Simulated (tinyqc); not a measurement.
# Superjunction drift layer against a plain one, charge balance: what changes with what

Alternating n and p pillars of equal width wp, doping N and length Lp. When depleted, the lateral field peaks at Ex = q N wp/(2 eps0 eps_r) at the pillar junctions and a uniform vertical field Ey is added; breakdown is taken where Ex^2 + Ey^2 = Ef^2. Only the n pillars conduct, narrowed by the zero-bias depletion. A first-order model: the field peaks at the pillar ends are left out.

Inputs (values chosen for the exercise); values close to those of 4H silicon carbide:

| symbol | value | unit | meaning |
|---|---|---|---|
| eps_r | 9.37 |  | relative permittivity of the semiconductor |
| E16 | 2.59 | MV/cm | critical field at a doping of 1e16 cm^-3 |
| mx | 924 | cm^2/(V s) | mobility at low doping |
| mi | 39.9 | cm^2/(V s) | mobility at high doping |
| Nr | 2e17 | cm^-3 | reference doping of the mobility |
| BV | 1600 | V | wanted breakdown voltage |
| wp | 0.5 | um | width of each pillar |
| Ef | 2.3 | MV/cm | critical field inside the pillars |
| a | 0.61 |  | lateral peak field as a share of Ef |
| Vb | 2.8 | V | built-in voltage of the pillar junctions |
| dl | -6.1 | % | charge imbalance (Nn - Np)/N |

Constants: q = 1.602176634e-19 C, eps0 = 8.8541878128e-14 F/cm where lengths are in cm. Results are converted to the units shown.

Each table varies one quantity; the others keep the values above.

## Effect of the wanted breakdown voltage

Ec(N) = E16 (N/1e16 cm^-3)^(1/8), mu(N) = mi + (mx - mi)/(1 + (N/Nr)^0.9). Plain drift layer for BV: N solves BV = eps0 eps_r Ec(N)^2/(2 q N), W = 2 BV/Ec, Rsp = W/(q mu N). Ex = a Ef gives N = 2 eps0 eps_r a Ef/(q wp); Ey = Ef sqrt(1 - a^2); Lp = BV/Ey; xd = sqrt(eps0 eps_r Vb/(q N)) on each side; Rsp = 2 Lp/(q mu(N) N (1 - 2 xd/wp)). An imbalance dl leaves the mean net doping |dl| N/2, which tilts the vertical field by s = q |dl| N/(2 eps0 eps_r): BV(dl) = Ey Lp - s Lp^2/2, or Ey^2/(2 s) if the field reaches zero inside the pillar.

The same in every row: N (cm^-3) = 2.906e17.

Results:
```
BV (V)	Lp (um)	Rsp, pillars (mohm cm^2)	Rsp, plain (mohm cm^2)	BV(dl) (V)
300	1.646	0.02414	0.01706	276.8
490	2.689	0.03942	0.04944	428.1
810	4.444	0.06517	0.1561	641.0
1300	7.133	0.1046	0.4791	864.6
2200	12.07	0.1770	1.715	970.3
3600	19.75	0.2896	5.754	970.3
9800	53.77	0.7885	69.07	970.3
```

Estimate the missing row, BV = 5900 V.

Computed row:
```
BV (V)	Lp (um)	Rsp, pillars (mohm cm^2)	Rsp, plain (mohm cm^2)	BV(dl) (V)
5900	32.37	0.4747	19.56	970.3
```

With this row back in the table: As BV goes from 300 to 9800 V, Rsp of the pillars rises from 0.0241 to 0.788 mohm cm^2 and BV with the imbalance rises from 277 to 970 V. Rsp goes as BV^(1.00) for the pillars and BV^(2.38) for the plain layer; the pillars win in 7 of the 8 rows. For BV = 3600 to 9800 V the aspect ratio passes 30, which is hard to make.

## Effect of the lateral peak field as a share of Ef

Same model as above.

The same in every row: Rsp, plain (mohm cm^2) = 0.79034.

Effect of the lateral peak field as a share of Ef:
```
a	N (cm^-3)	Lp (um)	Rsp, pillars (mohm cm^2)	BV(dl) (V)
0.3	1.4292e17	7.2924	0.19455	1376.2
0.39	1.8579e17	7.5547	0.15807	1287.7
0.48	2.2867e17	7.9298	0.13950	1176.5
0.57	2.7154e17	8.4666	0.13048	1026.7
0.66	3.1442e17	9.2597	0.12837	806.04
0.75	3.5730e17	10.517	0.13360	549.86
0.84	4.0017e17	12.821	0.15124	330.37
0.93	4.4305e17	18.926	0.20944	136.93
```

As a goes from 0.3 to 0.93, Rsp of the pillars goes from 0.195 through a minimum of 0.128 (at a = 0.66 among the rows listed) to 0.209 mohm cm^2 and BV with the imbalance falls from 1380 to 137 V. With constant mobility and no depleted edge the minimum of Rsp lies at a = 0.707; a smaller a gives up a little resistance for tolerance. At a = 0.93 the aspect ratio passes 30, which is hard to make. At a = 0.3 the zero-bias depletion takes over 40 % of the pillar, and the on-state voltage would narrow it further.

## Effect of the charge imbalance (Nn - Np)/N

Same model as above.

The same in every row: N (cm^-3) = 2.9060e17; Lp (um) = 8.7790; Rsp, pillars (mohm cm^2) = 0.12873; Rsp, plain (mohm cm^2) = 0.79034.

Results:
```
dl (%)	BV(dl) (V)
0	1600.0
1	1491.9
2	1383.7
4	1167.5
6	951.21
9	657.64
20	295.94
```

Estimate the missing row, dl = 13 %.

Computed row:
```
dl (%)	BV(dl) (V)
13	455.29
```

With this row back in the table: As dl goes from 0 to 20 %, Rsp of the pillars stays at 0.129 mohm cm^2 and BV with the imbalance falls from 1600 to 296 V. The loss is linear in |dl| while the field reaches through the pillar; it passes 10 % at |dl| = 1.48 %.

Computed by the program tinyqc: `OMP_NUM_THREADS=1 python tinyqc.py 2590018 2590019 out.jsonl`, one thread of a shared Intel Xeon 2.30GHz, about 0.01 s for the whole run.
